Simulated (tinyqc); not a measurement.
Off-state leakage of single and stacked transistors: one step of the calculation.

n-channel devices of unit width. Subthreshold current I(Vg, Vs, Vd) = I0 (T/300 K)^0.5 exp[(Vg - Vs - VT(T) - gb (Vs - Vb) + dd (Vd - Vs))/(nf Vt)] (1 - exp(-(Vd - Vs)/Vt)), VT(T) = VT - cT (T - 300 K). Gate-edge tunnelling Ig (Vd/1 V) exp(ag (Vd - 1 V)), for a gate at 0 V, and band-to-band leakage Ab u exp(-Bb/u), u = Vd - Vb + 1 V, flow at a drain held at V; both are taken as independent of T. In a stack of off transistors (all gates at 0 V) the same subthreshold current passes through each.

Task. Leakage of one transistor. Vg = Vs = 0, Vd = V; effective threshold VT(T) - gb Vb - dd V.

Values chosen for this exercise; values of the order met in bulk silicon logic transistors:
```
symbol,value,unit,meaning
T,330,K,temperature
V,1.2,V,supply voltage
VT,0.41,V,"threshold at 300 K, zero drain and body bias"
cT,0.9,mV/K,fall of the threshold with temperature
I0,0.19,uA/um,current at threshold at 300 K
nf,1.37,,slope factor
dd,0.18,,drain-induced lowering per volt
gb,0.11,,rise of the threshold per volt of source-body bias
Ig,1e-6,uA/um,gate-edge tunnelling current at 1 V
ag,4,1/V,exponential slope of the gate current
Ab,200,uA/(um V),prefactor of band-to-band leakage at the drain
Bb,24,V,its exponential voltage
Vb,0,V,body voltage
```

Constants: q = 1.602176634e-19 C, kB = 1.380649e-23 J/K, Vt = kB T/q. Results are converted to the units shown.

Wanted: effective threshold; parts; total; shares.

Result.

effective threshold = 0.1670 V
parts (nA/um): subthreshold 2.740, gate edge 0.002671, band-to-band 8.048
total = 10.79 nA/um
shares (%): subthreshold 25.40, gate edge 0.02475, band-to-band 74.58

The band-to-band part is the largest.

Computed by the program tinyqc: `OMP_NUM_THREADS=1 python tinyqc.py 2242089 2242090 out.jsonl`, one thread of a shared Intel Xeon 2.30GHz, about 0.03 s for the whole run.
